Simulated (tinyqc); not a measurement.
Which current rules in forward bias: trap-assisted generation and recombination current of an abrupt junction. Computed by tinyqc, a small Python program. Command: `OMP_NUM_THREADS=1 python tinyqc.py 3015129 3015130 out.jsonl junctionleak walk`. One thread of a shared host (Intel(R) Xeon(R) Processor @ 2.30GHz), about 0.01 s of CPU time with the checks.

Depletion approximation, flat quasi-Fermi levels across the depleted layer, long neutral regions with minority lifetimes tau_n and tau_p, full ionisation and Boltzmann statistics. Voltages in exponents stand for e V.

Inputs (values chosen for the exercise, for a model semiconductor): gap E_g = 1.29 eV; electron mass m_e = 0.0619 m_0; valleys M_c = 1; hole mass m_h = 0.664 m_0; dielectric constant eps = 13.5; acceptor density N_A = 3.7e+15 cm^-3; donor density N_D = 5.1e+18 cm^-3; capture time tau_n = 1.5e-09 s; capture time tau_p = 1.1e-09 s; trap level E_t - E_i = 0 eV; electron diffusion coefficient D_n = 93 cm^2/s; hole diffusion coefficient D_p = 4.4 cm^2/s; temperature T = 300 K; tunnelling mass m_t = 0.29 m_0.

Field enhancement: Hurkx tunnelling factor.

Constants: k_B = 8.617333262e-05 eV/K; m_0 = 9.1093837015e-31 kg; k_B = 1.380649e-23 J/K; h = 6.62607015e-34 J s; e = 1.602176634e-19 C; eps_0 = 8.8541878128e-12 F/m; hbar = 1.054571817e-34 J s.

Method:
- N_c = 2 M_c (2 pi m_e k_B T/h^2)^(3/2) and N_v = 2 (2 pi m_h k_B T/h^2)^(3/2), masses in units of m_0.
- n_i = sqrt(N_c N_v) exp(-E_g/2 k_B T); V_bi = (k_B T/e) ln(N_A N_D/n_i^2); diffusion saturation current J_d0 = e n_i^2 [sqrt(D_n/tau_n)/N_A + sqrt(D_p/tau_p)/N_D].
- W = sqrt(2 eps eps_0 (V_bi - V)(1/N_A + 1/N_D)/e), x_p = W N_D/(N_A + N_D), x_n = W - x_p, peak field F_m = 2 (V_bi - V)/W; reverse bias means V = -V_r.
- Both capture times are divided by 1 + Gamma, Gamma = 2 sqrt(3 pi) (F/F_G) exp((F/F_G)^2), F_G = sqrt(24 m_t (k_B T)^3)/(e hbar) (the low-field Hurkx form), F being the local field, linear in x from 0 at the edges to F_m.
- Potential from the p edge: phi = (V_bi - V) x^2/(x_p W) on the p side and (V_bi - V)[1 - (W - x)^2/(x_n W)] on the n side; p = N_A exp(-phi/k_B T), n = n_i^2 exp(V/k_B T)/p; U = (n p - n_i^2)/[tau_p (n + n_i exp(dE/k_B T)) + tau_n (p + n_i exp(-dE/k_B T))], dE = E_t - E_i, n1 = n_i exp(dE/k_B T), p1 = n_i exp(-dE/k_B T); J_t = e int U dx by the trapezoid rule on 400 intervals on each side.
- J_d = J_d0 (exp(V/k_B T) - 1). Ideality n = (e/k_B T) dV/d ln J, central difference of 1 mV. The rows stop just below the bias where n = 0.1 p or tau_p n = 0.1 tau_n p at the p edge, or the like at the n edge.

k_B T = 0.0258520 eV

n_i = 3.34536e+07 cm^-3

J_d0 = 1.20690e-14 A/cm^2

Forward characteristic:
```
V (V)  J_t (A/cm^2)  J_d (A/cm^2)  ideality of J_t  ideality of the sum
0.18     3.5812e-07    1.2739e-11           1.9107               1.9106
0.28     2.6602e-06    6.1018e-10           1.9363               1.9359
0.38     1.9660e-05    2.9200e-08           1.9294               1.9268
0.48     1.4711e-04    1.3974e-06           1.9132               1.8969
0.59     1.3825e-03    9.8454e-05           1.8822               1.7779
0.69     1.1075e-02    4.7115e-03           1.8310               1.4671
0.79     9.5925e-02    2.2547e-01           1.7494               1.1466
0.89     8.9520e-01    1.0790e+01           1.7777               1.0347
```

What does the comparison show, and why?

Diffusion overtakes recombination between 0.69 and 0.79 V, and the ideality of the sum goes from 1.91 to 1.03, with a maximum of 1.94 at 0.28 V. The ideality of J_t alone lies between 1.75 and 1.94; it stays below 2 because the zone where n and p are alike widens as the field falls, and at the lowest bias the terms in n1 and p1 lower it too. Caution: one side is doped near or above its effective density of states, so Boltzmann statistics understate V_bi.

Extremes, crossings and ranges named in words are read from the listed rows.
